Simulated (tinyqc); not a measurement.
From results back to parameters: delta-doped layer in the Thomas-Fermi potential. Three cases, with inputs chosen for the exercise.

Problem. The depth of the well was computed from a hidden sheet density.

All donors ionised in the plane z = 0, zero temperature, energies from the Fermi level EF of the Thomas-Fermi model, which lies at the bulk band edge; c = hbar^2/2m0, q = e^2/(4 pi eps0). gv = 4 equivalent valleys, m_d = sqrt(m3^3/mz) in the plane. With n = (gv/3 pi^2)(m3 (-V)/c)^(3/2) and V'' = -(4 pi q/eps) n for z > 0, the solution is V = -b/(|z| + z0)^4 with sqrt(b) = 20/K, K = (4 pi q/eps)(gv/3 pi^2)(m3/c)^(3/2), and z0^5 = 4b/(e F0), e F0 = 2 pi q N/eps; 1e13/cm^2 = 1e-3/angstrom^2. Exchange and correlation are left out.

Constants: hbar^2/2m0 = 3.80998211 eV angstrom^2; e^2/(4 pi eps0) = 14.39964547 eV angstrom.

Find: b; z0; N.

Method. b does not depend on N; z0 = (b/depth)^(1/4), e F0 = 4b/z0^5 and N = eps e F0/(2 pi q).

Case 1.

Values chosen (out of a larger set: near those of a delta-doped layer in Ge; not measured data):
- m3 = 0.213 m0 (density-of-states mass of a valley)
- mz = 0.117 m0 (mass along z)
- eps = 16.3 (dielectric constant)

depth = 0.254441 eV

Solution.

b = 1.018e+06 eV angstrom^4
z0 = 44.72 angstrom
N = 4.10 x 1e13/cm^2

Case 2.

Values chosen (out of a larger set: near those of a delta-doped layer in Ge; not measured data):
- m3 = 0.214 m0 (density-of-states mass of a valley)
- mz = 0.12 m0 (mass along z)
- eps = 15.9 (dielectric constant)

depth = 0.114638 eV

Solution.

b = 9.549e+05 eV angstrom^4
z0 = 53.72 angstrom
N = 1.50 x 1e13/cm^2

Case 3.

Values chosen (out of a larger set: near those of a delta-doped layer in Ge; not measured data):
- m3 = 0.225 m0 (density-of-states mass of a valley)
- mz = 0.124 m0 (mass along z)
- eps = 15.8 (dielectric constant)

depth = 0.099459 eV

Solution.

b = 8.113e+05 eV angstrom^4
z0 = 53.44 angstrom
N = 1.30 x 1e13/cm^2

Computed by tinyqc, one run a case: `OMP_NUM_THREADS=1 python tinyqc.py N N+1 out.jsonl` with N = 1281548, 1281563, 1281912; one thread of a shared Intel(R) Xeon(R) Processor @ 2.30GHz, about 0.2 s a run at most.
